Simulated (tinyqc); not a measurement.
Thermal, flicker and telegraph noise of a field-effect transistor: one step, computed by the program tinyqc.

Strong inversion, threshold roll-off and channel-length modulation left out; noise sources are uncorrelated and are given as one-sided spectral densities.

Problem. How many traps? Active traps per decade of time constant: N_dec = N_t k_B T W L lambda ln(10); a single trap at the interface shifts the threshold by e/(W L C_ox) and the current by g_m times that; tunnelling depth for frequency f, z = lambda ln(1/(2 pi f tau_0)), tau_0 = 1e-10 s.

Inputs (values chosen for the exercise, modelled on a silicon n-channel):
```
quantity                  value         unit
width W                     1.7   micrometre
length L                     44           nm
oxide trap density N_t  1.3e+16  1/(eV cm^3)
frequency f               60000           Hz
temperature T               200            K
```

Operating region: saturation. Flicker model: number fluctuation.

tunnelling length lambda = 1.484874 angstrom

C_ox = 1.817439 microfarad/cm^2

g_m = 2111.312 microsiemens

drain current I = 601.7901 microampere

Constants: k_B = 8.617333262e-05 eV/K; e = 1.602176634e-19 C.

Give: traps per decade; threshold step of one trap; current step of one trap; depth probed at f.

Solution.

traps per decade = 0.0057300

threshold step of one trap = 0.11786 mV

current step of one trap = 0.041348 %

depth probed at f = 1.5125 nm

With fewer than one trap per decade the spectrum is not a smooth 1/f but a few Lorentzians, seen in time as telegraph steps, and S_Vfb is only the mean over many devices. Caution: fewer than one trap per decade of time constant is active, so one device shows telegraph steps and the 1/f law is only a mean over many devices.
